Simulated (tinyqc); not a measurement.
Line shape against size: Raman line shape of confined optical phonons and breathing modes of small crystals. Computed by tinyqc, a small Python program. Command: `OMP_NUM_THREADS=1 python tinyqc.py 3022492 3022493 out.jsonl confine walk`. One thread of a shared host (Intel(R) Xeon(R) Processor @ 2.30GHz), about 0.02 s of CPU time with the checks.

Confinement in 2 direction(s) lets phonons with q away from zero scatter light. q is in units of 2 pi/a, from 0 to 1, and the branch is isotropic: omega(q)^2 = (omega_0^2 + omega_X^2)/2 + ((omega_0^2 - omega_X^2)/2) cos(pi q). The model and its constant beta are phenomenological; beta = 8 is the common choice.

Inputs (values chosen for the exercise, modelled on silicon):

| quantity | value | unit |
|---|---|---|
| bulk frequency omega_0 | 520.5 | 1/cm |
| frequency at the zone boundary omega_X | 416 | 1/cm |
| natural width Gamma_0 | 3.4 | 1/cm |
| lattice constant a | 5.431 | angstrom |
| size L | 5.6 | nm |
| confinement constant beta | 4 | - |

Shape: wire.

Method:
- Weight W(q) = q^1 exp(-(2 L q/a)^2/(2 beta)) dq, that is exp(-k^2 L^2/(2 beta pi^2)) for k = 2 pi q/a.
- Width q_c = a sqrt(2 beta)/(2 L), where the exponential falls to 1/e; curvature of the branch: omega(q) = omega_0 - c q^2, c = pi^2 (omega_0^2 - omega_X^2)/(8 omega_0); for small q_c the mean of q^2 is (number of confined directions) q_c^2/2, and the mean shift is -c times that.
- I(omega) = int W(q) / [(omega - omega(q))^2 + (Gamma_0/2)^2] dq / int W dq x (Gamma_0/2)^2, by 400 Gauss-Legendre points on 0 < q < min(1, 2.5 a sqrt(2 beta)/L).
- The peak is the maximum of I; the width is taken between the half-maximum points, and the asymmetry is the low-side half-width over the high-side one.

mean shift, quadratic estimate = -4.36342 1/cm

Line shape:

| L (nm) | peak shift (1/cm) | full width (1/cm) | asymmetry | mean shift, quadratic estimate (1/cm) |
|---|---|---|---|---|
| 3 | -3.2853 | 18.142 | 3.7251 | -15.204 |
| 3.6 | -2.7246 | 13.777 | 3.1079 | -10.558 |
| 4.4 | -2.2176 | 10.448 | 2.5602 | -7.0680 |
| 5.5 | -1.7555 | 7.9465 | 2.0842 | -4.5235 |
| 7 | -1.3476 | 6.1741 | 1.6987 | -2.7926 |
| 10 | -0.87684 | 4.6461 | 1.3217 | -1.3684 |
| 15 | -0.49502 | 3.8233 | 1.1001 | -0.60816 |
| 25 | -0.20797 | 3.4768 | 1.0119 | -0.21894 |

What follows from these numbers?

The peak shift falls with exponent -1.03 at the small end and -1.70 at the large end. For still larger L it tends to the mean shift, which goes as 1/L^2; the ratio is 0.22 in the first row and 0.95 in the last. The width exceeds Gamma_0 by over 10 % for L up to 15 nm. In a wire the factor q lowers the weight at q = 0.

Extremes, crossings and ranges named in words are read from the listed rows.
